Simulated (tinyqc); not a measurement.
Shape of the distribution and failure rate.

For F(t) = 1 - exp(-(t/t63)^beta): mean t63 Gamma(1 + 1/beta), median t63 (ln 2)^(1/beta), deviation t63 sqrt(Gamma(1 + 2/beta) - Gamma(1 + 1/beta)^2), failure rate (beta/t63)(t/t63)^(beta - 1).

Values chosen for this exercise:
- t63 = 46 s (characteristic time of a test capacitor)

Results:

| beta | mean (s) | median (s) | deviation/mean | rate at 0.01 t63 (1/s) | rate at t63 (1/s) |
|---|---|---|---|---|---|
| 0.5 | 92.00 | 22.10 | 2.236 | 0.1087 | 0.01087 |
| 0.7 | 58.23 | 27.25 | 1.462 | 0.06058 | 0.01522 |
| 1 | 46.00 | 31.88 | 1.000 | 0.02174 | 0.02174 |
| 1.3 | 42.48 | 34.70 | 0.7757 | 0.007099 | 0.02826 |
| 2.2 | 40.74 | 38.94 | 0.4798 | 1.904e-4 | 0.04783 |
| 3 | 41.08 | 40.71 | 0.3634 | 6.522e-6 | 0.06522 |
| 4 | 41.69 | 41.97 | 0.2805 | 8.696e-8 | 0.08696 |

Estimate the missing row, beta = 1.7.

Computed row:

| beta | mean (s) | median (s) | deviation/mean | rate at 0.01 t63 (1/s) | rate at t63 (1/s) |
|---|---|---|---|---|---|
| 1.7 | 41.04 | 37.08 | 0.6055 | 0.001471 | 0.03696 |

With this row back in the table: The relative spread falls from 2.24 to 0.281. For beta < 1 the rate falls with time (early failures), at 1 it is constant, 0.0217 1/s, and above 1 it grows (wear-out): the early rate goes from 10.0 times the rate at t63 to 1.00e-6 times.

tinyqc, about 0.01 s, one thread, Intel Xeon 2.30GHz (shared host): `OMP_NUM_THREADS=1 python tinyqc.py 2070123 2070124 out.jsonl`
